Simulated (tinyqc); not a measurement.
Worked calculation: ion implantation: universal nuclear stopping, Lindhard-Scharff electronic stopping and a Gaussian range profile. Computed by tinyqc, a small Python program that keeps every step. Command: `OMP_NUM_THREADS=1 python tinyqc.py 3027114 3027115 out.jsonl implant walk`. One thread of a shared host (Intel(R) Xeon(R) Processor @ 2.30GHz), about 0.08 s of CPU time with the checks. Intermediate numbers are printed to about 6 digits and carried at full precision; extremes and crossings named in words are read from the listed rows.

An ion slows by elastic collisions with screened nuclei and by friction with electrons; channelling is ignored and the target is uniform.

Inputs (values chosen for the exercise, modelled on fluorine ions in silicon): ion atomic number Z1 = 9; ion mass M1 = 19 u; target atomic number Z2 = 14; target mass M2 = 28.09 u; target density N = 49.94 1/nm^3; ion energy E = 12 keV; scale factor of electronic stopping k = 1.4; dose Q = 8.7e+13 1/cm^2; background C_B = 5.8e+15 1/cm^3; displacement energy E_d = 15 eV; tilt angle = 7 degrees; screen thickness d = 12 nm.

Follow-up: tilt and screen oxide.

## Stopping at the entry energy

Reduced energy eps = 32.53 M2 E/(Z1 Z2 (M1 + M2)(Z1^0.23 + Z2^0.23)), E in keV; s_n = ln(1 + 1.1383 eps)/(2 (eps + 0.01321 eps^0.21226 + 0.19593 eps^0.5)) for eps up to 30 and ln(eps)/(2 eps) above; S_n = 8.462 Z1 Z2 M1 s_n/((M1 + M2)(Z1^0.23 + Z2^0.23)) in 1e-15 eV cm^2. S_e = k 3.83 Z1^(7/6) Z2/(Z1^(2/3) + Z2^(2/3))^(3/2) sqrt(E/M1) in 1e-15 eV cm^2, E in keV. dE/dx = N (S_n + S_e); 1e-15 eV cm^2 = 0.1 eV nm^2.

reduced energy eps = 0.529157

s_n = 0.345030

S_n = 42.5003 x 1e-15 eV cm^2

S_e = 23.9984 x 1e-15 eV cm^2

energy loss dE/dx = 332.094 eV/nm

Nuclear stopping carries 64 % of the loss at entry.

## Range and straggle

Path length R = int_0^E dE'/(N (S_n + S_e)); energy lost to nuclei nu = int_0^E S_n/(S_n + S_e) dE' (both with E' = E y^3 and 64 Gauss-Legendre points in y). Estimates of Lindhard type: R_p = R/(1 + M2/(3 M1)), straggle dR_p = (2/3) R_p sqrt(M1 M2)/(M1 + M2).

path length R = 46.6011 nm

projected range R_p = 31.2171 nm

straggle dR_p = 10.2100 nm

energy lost to nuclei nu = 8.72958 keV

73 % of the energy goes to nuclei over the whole path.

## Gaussian profile

C(x) = C_p exp(-(x - R_p)^2/(2 dR_p^2)) with C_p = Q/(sqrt(2 pi) dR_p), 1 nm = 1e-7 cm; the profile falls to the background at x_j = R_p + dR_p sqrt(2 ln(C_p/C_B)); the peak atomic fraction is C_p/N.

peak concentration C_p = 3.39941e+19 1/cm^3

Depth x_j where C falls to C_B = 73.7478 nm

peak atomic fraction = 6.80699e-04

## Damage

Kinchin-Pease count with efficiency 0.8: N_d = 0.8 nu/(2 E_d), taking all of nu as damage energy (an upper estimate, as recoils also lose energy to electrons). Spread over a depth R_p + dR_p, displacements per atom = Q N_d/(N (R_p + dR_p)).

displacements per ion N_d = 232.789

displacements per atom = 0.0978923

One displacement per atom would need a dose of 8.9e14 per cm^2 if no defects annealed.

## Tilt and screen

Depths scale with cos(tilt): R_p cos and dR_p cos (lateral straggle ignored); the screen stops like the target. Fraction in the substrate = (1/2) erfc((d - R_p cos)/(sqrt2 dR_p cos)); peak depth below the screen = R_p cos - d.

fraction in the substrate = 0.969491

peak depth below the screen = 18.9844 nm

3.1 % of the dose does not reach the substrate.

## Nuclear against electronic stopping over energy

The formulas are those given above.

Stopping (1e-15 eV cm^2) and range:
```
E (keV)          eps      S_n      S_e   R (nm)      nu/E
1        4.40964e-02  32.7689    6.928    8.693  0.846333
2        8.81929e-02  38.1926    9.797   13.224  0.828128
5        2.20482e-01  42.8213   15.491   24.373  0.789064
10       4.40964e-01  43.0323   21.907   40.510  0.742818
20       8.81929e-01  39.6837   30.982   69.903  0.675874
50       2.20482e+00  30.7912   48.986  149.535  0.548365
100      4.40964e+00  22.8454   69.277  266.066  0.428094
200      8.81929e+00  15.6974   97.973  460.821  0.305818
500      2.20482e+01   8.7369  154.909  894.498  0.172789
```

Nuclear stopping peaks near 10 keV among these rows (eps = 0.44; the universal curve peaks near 0.3). Electronic stopping overtakes it between 20 and 50 keV. The path length grows as E^0.61 at the low end and E^0.72 at the high end; constant stopping would give E^1, and stopping that rises with E, be it nuclear (below its peak) or electronic, gives a lower exponent.

Checks made by the program: range against adaptive quadrature (relative difference 3e-06).
